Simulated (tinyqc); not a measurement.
Doping: the thermoelectric optimum: Boltzmann transport in a parabolic band with a power-law relaxation time.

F_j(eta) = (1/Gamma(j + 1)) integral_0^infinity x^j dx/(1 + exp(x - eta)), which tends to exp(eta) for eta << 0.

n = N F_1/2(eta) with N = 2 (m kB T/(4 pi c))^(3/2) with c = hbar^2/2m0, in 1/angstrom^3; times 1e24 for 1/cm^3, m = md.

tau = tau0 x^r with x = E/kT. With K_j = Gamma(j + 1) F_j(eta): <tau> = tau0 (r + 3/2) K_(r+1/2)/((3/2) K_(1/2)); mu = <tau>/(mc m0/e), m0/e = 5.685630e-12 kg/C; Hall factor rH = (3/2) K_(1/2) (2r + 3/2) K_(2r+1/2)/((r + 3/2) K_(r+1/2))^2; Seebeck S = -(kB/e) [(r + 5/2) K_(r+3/2)/((r + 3/2) K_(r+1/2)) - eta]; Lorenz number L = (kB/e)^2 [(r + 7/2) K_(r+5/2)/((r + 3/2) K_(r+1/2)) - ((r + 5/2) K_(r+3/2)/((r + 3/2) K_(r+1/2)))^2]; kB/e in V/K. Valley anisotropy is left out of rH.

Constants: hbar^2/2m0 = 3.80998211 eV angstrom^2; kB = 8.617333262e-05 eV/K.

Inputs chosen for the exercise (masses near those of Ge; tau0 is set for a mobility of the usual size at this n, kL is a free input; freeze-out and phonon drag, which matter near 77 K, are left out; shifted at random, so the results belong to these values and not to a real crystal): md = 0.56 m0 (density-of-states mass); mc = 0.1196 m0 (conductivity mass); tau0 = 73 fs (tau at E = kT); r = -0.5 (exponent of tau); T = 400 K; kL = 2.6 W/(m K) (lattice thermal conductivity).

tau0 is held fixed. sigma = e n mu with e = 1.602176634e-19 C; ZT = S^2 sigma T/(kL + L sigma T).

Results:

| n (1/cm^3) | eta | mu (cm^2/(V s)) | sigma (S/cm) | rH | S (microvolt/K) | L (1e-8) | S^2 sigma (mW/(m K^2)) | ZT |
|---|---|---|---|---|---|---|---|---|
| 2.0e+17 | -4.39 | 806 | 25.8 | 1.177 | -551 | 1.487 | 0.785 | 0.12 |
| 2.0e+18 | -2.05 | 793 | 254 | 1.170 | -354 | 1.508 | 3.19 | 0.46 |
| 5.0e+18 | -1.07 | 774 | 620 | 1.158 | -277 | 1.540 | 4.77 | 0.64 |
| 1.0e+19 | -0.27 | 744 | 1.19e+03 | 1.142 | -221 | 1.590 | 5.84 | 0.70 |
| 2.0e+19 | 0.64 | 696 | 2.23e+03 | 1.116 | -168 | 1.680 | 6.32 | 0.62 |
| 4.0e+19 | 1.75 | 624 | 4.00e+03 | 1.083 | -121 | 1.822 | 5.83 | 0.42 |
| 8.0e+19 | 3.24 | 536 | 6.87e+03 | 1.050 | -81 | 2.014 | 4.52 | 0.22 |
| 2.0e+20 | 6.33 | 414 | 1.33e+04 | 1.019 | -45 | 2.258 | 2.64 | 0.072 |
| 4.0e+20 | 10.17 | 333 | 2.13e+04 | 1.008 | -28 | 2.366 | 1.65 | 0.029 |

Give the missing row, n (1/cm^3) = 5.0e+17.

Computed row:
```
n (1/cm^3)    eta  mu (cm^2/(V s))  sigma (S/cm)     rH  S (microvolt/K)  L (1e-8)  S^2 sigma (mW/(m K^2))    ZT
5.0e+17     -3.47              804          64.4  1.176             -472     1.491                    1.44  0.22
```

|S| falls by 197 microvolt/K from the first to the third row (198 a decade in the non-degenerate range; holes, which count near the intrinsic density, and non-parabolicity are left out). The power factor peaks at 2e+19 1/cm^3 of those listed (eta = 0.64, S = -168); ZT is largest at 1e+19 1/cm^3 (eta = -0.27). mu changes by a factor 0.41 over the table and rH goes from 1.177 to 1.008. A real tau0 would fall with doping.

Program tinyqc; command `OMP_NUM_THREADS=1 python tinyqc.py 1651751 1651752 out.jsonl`; about 0.01 s on one thread of a shared Intel(R) Xeon(R) Processor @ 2.30GHz.
